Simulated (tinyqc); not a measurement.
X-ray reflectivity of a thin film on silicon: critical angles, Parratt recursion, fringes and roughness: one step, computed by the program tinyqc.

n = 1 - delta + i beta; the classical electron radius is r_e = 2.8179403e-6 nm. Layer 0 is vacuum, 1 the film, 2 the substrate.

Question. Optical constants. delta = r_e lambda^2 rho_e/(2 pi), rho_e = density x electrons per mass x N_A; critical angle sqrt(2 delta), q_c = 4 sqrt(pi r_e rho_e).

Inputs (values chosen for the exercise, modelled on Si3N4 on silicon, copper K-alpha radiation): wavelength lambda = 0.15406 nm; film density rho = 3.06 g/cm^3; effective electrons per unit mass, film = 0.5 mol/g; beta/delta, film = 0.016; substrate density = 2.33 g/cm^3; effective electrons per unit mass, substrate = 0.507 mol/g; beta/delta, substrate = 0.023.

Constants: N_A = 6.02214076e+23 1/mol.

Give: the table «Constants» with the columns rho_e (1/nm^3), delta, beta, critical angle (degrees), q_c (1/nm), for layer = film, substrate.

Answer.

Constants:
```
layer      rho_e (1/nm^3)      delta       beta  critical angle (degrees)  q_c (1/nm)
film                921.4  9.808e-06  1.569e-07                    0.2538      0.3613
substrate           711.4  7.573e-06  1.742e-07                    0.2230      0.3174
```
